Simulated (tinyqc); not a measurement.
Where in the gap a trap does harm: carrier lifetime from Shockley-Read-Hall, radiative, Auger and surface recombination. Computed by tinyqc, a small Python program. Command: `OMP_NUM_THREADS=1 python tinyqc.py 3016574 3016575 out.jsonl lifetime walk`. One thread of a shared host (Intel(R) Xeon(R) Processor @ 2.30GHz), about 0.02 s of CPU time with the checks.

Energies are counted from the top of the valence band. Boltzmann statistics, full ionisation, and equal excess densities of electrons and holes.

Inputs (values chosen for the exercise, with bands modelled on silicon):
```
quantity,value,unit
gap E_g,1.1,eV
electron mass m_e,0.335,m_0
valleys M_c,6,-
hole mass m_h,0.817,m_0
temperature T,400,K
doping N,1.5e+17,cm^-3
trap level E_t,0.834,eV
trap density N_t,1.1e+14,cm^-3
electron cross-section sigma_n,8e-14,cm^2
hole cross-section sigma_p,1.2e-16,cm^2
```

Doping: p-type. Surface term: none.

Constants: m_0 = 9.1093837015e-31 kg; k_B = 1.380649e-23 J/K; h = 6.62607015e-34 J s; k_B = 8.617333262e-05 eV/K.

Method:
- N_c = 2 M_c (2 pi m_e k_B T/h^2)^(3/2) and N_v = 2 (2 pi m_h k_B T/h^2)^(3/2), masses in units of m_0.
- n_i = sqrt(N_c N_v) exp(-E_g/2 k_B T); majority density N/2 + sqrt(N^2/4 + n_i^2), minority density n_i^2 over it.
- v = sqrt(3 k_B T/m) with m_e or m_h; tau_n0 = 1/(sigma_n v_n N_t), tau_p0 = 1/(sigma_p v_p N_t); n1 = N_c exp(-(E_g - E_t)/k_B T), p1 = N_v exp(-E_t/k_B T).
- Low injection: tau = [tau_p0 (n_0 + n1) + tau_n0 (p_0 + p1)]/(n_0 + p_0). Depleted region (n = p = 0): generation lifetime tau_g = (tau_p0 n1 + tau_n0 p1)/n_i. n1 = N_c exp(-(E_g - E_t)/k_B T), p1 = N_v exp(-E_t/k_B T).

tau_p0 = 5.07749e-06 s

n_0 = 1.18176e+08 cm^-3

N_c = 4.49468e+19 cm^-3

tau_n0 = 4.87699e-09 s

p_0 = 1.50000e+17 cm^-3

N_v = 2.85308e+19 cm^-3

n_i = 4.21028e+12 cm^-3

The same trap at other energies:
```
E_t (eV),SRH lifetime (s),generation lifetime (s)
0.066,1.4159e-07,4.8707e-03
0.165,1.2612e-08,2.7558e-04
0.275,5.1951e-09,1.1334e-05
0.385,4.8916e-09,5.1912e-07
0.495,4.9138e-09,1.3115e-06
0.550,5.0560e-09,6.3769e-06
0.605,5.7591e-09,3.1428e-05
0.715,2.6329e-08,7.6428e-04
0.825,5.2656e-07,1.8586e-02
0.935,1.2692e-05,4.5199e-01
1.034,2.2423e-04,7.9887e+00
```

What does the comparison show, and why?

The SRH lifetime (other channels left aside) stays within 10 % of its least value, among these rows, from E_t = 0.275 to 0.55 eV. The generation lifetime has a sharp minimum, among these rows at 0.385 eV and exactly at 0.422 eV, where tau_p0 n1 = tau_n0 p1, since generation needs two thermal jumps and the larger one rules.

Extremes, crossings and ranges named in words are read from the listed rows.
